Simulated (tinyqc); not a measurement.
Inside a calculation. Model: van der Pauw, Hall and four-point-probe measurements on a doped layer.

Program tinyqc, `OMP_NUM_THREADS=1 python tinyqc.py 2850171 2850172 out.jsonl`; Intel Xeon 2.30GHz, shared host, one thread, about 0.05 s. Printed values are rounded.

A uniform n-type layer with sheet resistance Rs = 1/(q ns mu), point contacts, low field (mu B small).

Values chosen for this exercise: sheet density of the layer ns = 7.8e13 cm^-2; drift mobility mu = 160 cm^2/(V s); Hall factor rH = 1; magnetic field B = 2 T; current I = 500 uA; side ratio a/b of a rectangular sample with corner contacts ar = 1.37; thickness of the layer t = 910 nm.

Constants: q = 1.602176634e-19 C. Results are converted to the units shown.

## Resistances and Hall voltage

Rs = 1/(q ns mu). For a rectangle with contacts at the corners, RA = (8 Rs/pi) sum_(k>=0) ln coth((2k + 1) pi a/(2 b)) with current along a short side b and voltage along the opposite one, RB the same with a and b exchanged; Hall voltage VH = rH B I/(q ns), negative for electrons.

Rs = 500.121 ohm/square
RA = 34.4314 ohm
RB = 260.655 ohm
VH = -8.00193 mV

RB/RA = 7.57; for a square both equal Rs ln 2/pi = 110 ohm.

## Starting value

z = 2 ln 2/(pi (RA + RB)), exact for RA = RB.

z at the start = 1.49540 mS

## Iteration 1: new z

The van der Pauw equation exp(-pi RA z) + exp(-pi RB z) = 1 is solved for z = 1/Rs: e1 = exp(-pi RA z), e2 = exp(-pi RB z), f = e1 + e2 - 1, f' = -pi (RA e1 + RB e2), z(new) = z - f/f'.

e1 = 0.850648
e2 = 0.293894
f = 0.144542
f' = -0.332675 kohm
z after iteration 1 = 1.92988 mS

## Iteration 2: new z

As before.

e1 = 0.811594
e2 = 0.205909
f = 0.0175030
f' = -0.256402 kohm
z after iteration 2 = 1.99815 mS

## Iteration 3: new z

As before.

e1 = 0.805624
e2 = 0.194714
f = 3.37863e-4
f' = -0.246590 kohm
z after iteration 3 = 1.99952 mS

## Course of the iteration

Stop when the step is below 1e-10 mS, or after 40 iterations.

Course of the iteration:
```
iteration  z before the step (mS)  step (mS)
1                         1.49540      0.434
2                         1.92988     0.0683
3                         1.99815    1.37e-3
4                         1.99952    5.33e-7
5                         1.99952   8.02e-14
```

Converged in 5 iterations.

## Sheet density, mobility and bulk values

converged z = 1.99952 mS

Rs = 1/z; Hall sheet density B I/(q |VH|); Hall mobility |VH|/(Rs B I); true values ns = rH times the Hall density, mu = Hall mobility/rH; bulk density ns/t, resistivity Rs t; correction factor F = Rs/[(pi/ln 2)(RA + RB)/2].

Rs = 500.121 ohm/square
Hall sheet density = 7.8e13 cm^-2
Hall mobility = 160 cm^2/(V s)
ns = 7.8e13 cm^-2
mu = 160 cm^2/(V s)
bulk density = 8.57143e17 cm^-3
resistivity = 0.0455110 ohm cm
F = 0.747880

Taking the mean of RA and RB without F would overstate Rs by 34 %.
